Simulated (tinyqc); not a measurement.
Donors on two lattice sites with valley-orbit split states: sweeps and comparisons. A value that a table varies takes the place of the one given here.

Each donor binds at most one electron, in any of its states. For a site s, W_s = sum over its states of g exp(E/kT), and the ionised share is 1/(1 + W_s exp(eta)), eta = (EF - Ec)/kT; n = Nc F_1/2(eta); neutrality n + NA = ND x (mean ionised share, the two sites in equal numbers); holes are neglected. Nc from N = 2 (m kB T/(4 pi c))^(3/2) with c = hbar^2/2m0, in 1/angstrom^3; times 1e24 for 1/cm^3, m = md. F_j(eta) = (1/Gamma(j + 1)) integral_0^infinity x^j dx/(1 + exp(x - eta)), which tends to exp(eta) for eta << 0.

Mobility (Caughey-Thomas form): mu = mu0 + (mu1 (T/300)^(-ga) - mu0)/(1 + ((ND + NA)/Nr)^de); rho = 1/(e n mu), e = 1.602176634e-19 C.

Constants: hbar^2/2m0 = 3.80998211 eV angstrom^2; kB = 8.617333262e-05 eV/K.

Parameters, chosen for this exercise (near those of nitrogen in 4H-SiC; shifted at random, so the results belong to these values and not to a real crystal): md = 0.806 m0 (density-of-states mass of the conduction band); E = (65.8, 57.7, 114.2, 70.1) meV (binding energies of h ground, h excited, k ground, k excited); g = (2, 4, 2, 4) (their degeneracies with spin); ND = 2.1e+15 1/cm^3 (donors, half on each site); NA = 0 1/cm^3 (compensating acceptors, all ionised); T = 200 K; mu0 = 36 cm^2/(V s) (mobility at heavy doping); mu1 = 958 cm^2/(V s) (mobility at light doping and 300 K); Nr = 1.7e+17 1/cm^3 (reference doping); de = 0.61 (doping exponent); ga = 2.4 (temperature exponent).

## What the excited states change

The last columns keep only the ground state of each site (g = 2).

Results:
```
T (K)  effective degeneracy, h site     eta  n (1/cm^3)  n, ground states only  ratio
40                             2.38  -13.35    1.41e+12               1.54e+12  0.916
60                             2.84  -10.58    4.14e+13               4.91e+13  0.843
80                             3.24   -9.36    2.15e+14               2.65e+14  0.811
110                            3.70   -8.71    6.62e+14               7.69e+14  0.862
150                            4.14   -8.58    1.21e+15               1.27e+15  0.954
200                            4.50   -8.61    1.81e+15               1.85e+15  0.977
250                            4.75   -8.83    2.01e+15               2.03e+15  0.989
300                            4.92   -9.08    2.07e+15               2.08e+15  0.995
400                            5.16   -9.50    2.09e+15               2.09e+15  0.998
500                            5.31   -9.83    2.10e+15               2.10e+15  0.999
```

The effective degeneracy grows from 2.38 to 5.31. Excited states hold electrons back, so the ratio is never above 1; it is lowest, 0.811, at 80 K of those listed, and 0.995 at 300 K. At low T the excited states empty out, and at high T more donors are ionised (n is 100 % of ND - NA in the last row), so the effect is largest in between.

## Ionisation and resistivity against doping

NA = 0.

Results:
```
ND (1/cm^3)  n (1/cm^3)   n/ND  mu (cm^2/(V s))  rho (ohm cm)  rho at full ionisation
1.0e+14        9.90e+13  0.990             2509          25.1                    24.9
1.0e+15        9.21e+14  0.921             2431          2.79                    2.57
1.0e+16        6.69e+15  0.669             2158         0.433                   0.289
3.0e+16        1.54e+16  0.513             1891         0.214                   0.110
1.0e+17        3.56e+16  0.356             1486         0.118                  0.0420
3.0e+17        7.14e+16  0.238             1071        0.0816                  0.0194
1.0e+18        1.44e+17  0.144              669        0.0648                 0.00933
2.0e+18        2.11e+17  0.106              491        0.0603                 0.00636
```

From 1e16 to 1e18 1/cm^3 rho falls by a factor 6.67, not 100: the mobility takes a factor 3.23 and incomplete ionisation 4.65. n/ND is below 0.9 from 1e+16 1/cm^3 on. Near 1e19 1/cm^3 and above the levels merge with the band, and already below that screening lowers the binding energy, so the last rows understate n.

## Compensation sets the slope of the freeze-out

NA = K ND. The slope energy is -d ln(n T^(-p))/d(1/kT) between 50 and 60 K, with p = 3/4 for K = 0 and p = 3/2 otherwise.

Results:
```
K       n(50 K) (1/cm^3)  n(60 K) (1/cm^3)  slope energy (meV)
0               1.07e+13          4.14e+13               31.45
0.0010          9.71e+12          4.04e+13               29.79
0.010           4.44e+12          3.20e+13               43.98
0.050           9.83e+11          1.34e+13               60.46
0.20            1.65e+11          2.53e+12               63.43
0.50            4.59e+08          1.88e+10               88.91
```

Without acceptors the slope is 31.45 meV, against half the h-site ground-state energy, 32.90; with K = 0.05 it is 60.46 meV, against the full 65.8. The full energy (less a few meV where excited levels lie within a few kT) shows where n is far below NA, since the acceptors then hold EF near the donor level: n(60 K)/NA is 19 for K = 0.001 and 0.13 for K = 0.05; for K = 0.001 the sample is still in or near the uncompensated regime, where p = 3/2 is the wrong power, so that slope means little. At K = 0.5 the acceptors have taken as many electrons as there are h sites, EF sits between the two levels, and the slope is 88.9 meV against their mean of 90.0.

## What moves the carrier density

All results formed anew. Each row changes one parameter from the base and keeps the others.

Results:
```
case                                  eta  n (1/cm^3)  rho (ohm cm)
base                               -8.606   1.808e+15         1.454
E = (70.8, 57.7, 114.2, 70.1) meV  -8.609   1.803e+15         1.457
md = 0.887 m0                      -8.734   1.836e+15         1.431
ND = 4.2e+15 1/cm^3                -8.006   3.294e+15        0.8244
NA = 2.1e+14 1/cm^3                -8.715   1.622e+15         1.626
T = 230 K                          -8.734   1.962e+15         1.872
Nr = 3.4e+17 1/cm^3                -8.606   1.808e+15         1.422
```

The largest shifts from the base row, up to three for each result and ties (the steps differ in size, so this ranks the rows, not the parameters). eta: ND +0.600, md -0.128, T -0.128; unchanged at the printed digits by Nr. n (1/cm^3): ND +1.49e+15, NA -1.86e+14, T +1.54e+14; unchanged at the printed digits by Nr. rho (ohm cm): ND -0.629, T +0.419, NA +0.173.

Run: tinyqc, `OMP_NUM_THREADS=1 python tinyqc.py 1652675 1652676 out.jsonl`; Intel(R) Xeon(R) Processor @ 2.30GHz, one thread, shared host; about 0.02 s of CPU time with all checks.
